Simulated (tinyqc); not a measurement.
## Hall measurement with a parallel conducting layer

Two layers in parallel, unit Hall factors, low field: 1/Rs = q (ns mu + n2 m2); apparent mobility (ns mu^2 + sg n2 m2^2)/(ns mu + n2 m2); apparent density (ns mu + n2 m2)^2/(ns mu^2 + sg n2 m2^2); a negative value means the sign of the second layer.

Inputs (values chosen for the exercise):
```
symbol   value        unit                                           meaning
ns      3.7e14       cm^-2                        sheet density of the layer
mu          45  cm^2/(V s)                                    drift mobility
m2         390  cm^2/(V s)                    mobility of the parallel layer
sg           1              sign of its carriers relative to the first layer
```

Constants: q = 1.602176634e-19 C. Results are converted to the units shown.

Results:
columns A: n2 (cm^-2); B: Rs (ohm/square); C: apparent density (cm^-2); D: apparent mobility (cm^2/(V s)); E: share of the conductance in layer 2 (%)
```
A          B         C      D      E
1e12   366.3  3.221e14  52.90  2.289
5e12   335.6  2.292e14  81.17  10.48
2e13   255.3  1.577e14  155.1  31.90
9e13   120.6  1.855e14  279.0  67.83
4e14   36.15  4.840e14  356.7  90.36
2e15   7.835  2.081e15  382.8  97.91
6e15   2.648  6.081e15  387.6  99.29
1e17  0.1600  1.001e17  389.9  99.96
```

Estimate the missing row, n2 = 3e16 cm^-2.

Computed row:
columns A: n2 (cm^-2); B: Rs (ohm/square); C: apparent density (cm^-2); D: apparent mobility (cm^2/(V s)); E: share of the conductance in layer 2 (%)
```
A          B         C      D      E
3e16  0.5327  3.008e16  389.5  99.86
```

With this row back in the table: The apparent mobility rises from 52.9 to 390 cm^2/(V s), between mu = 45 and sg m2 = 390. The apparent density never exceeds ns + n2; among the rows it falls to 0.403 of that sum, at n2 = 9e13.

Program tinyqc, `OMP_NUM_THREADS=1 python tinyqc.py 2850194 2850195 out.jsonl`; Intel Xeon 2.30GHz, shared host, one thread, about 0.01 s.
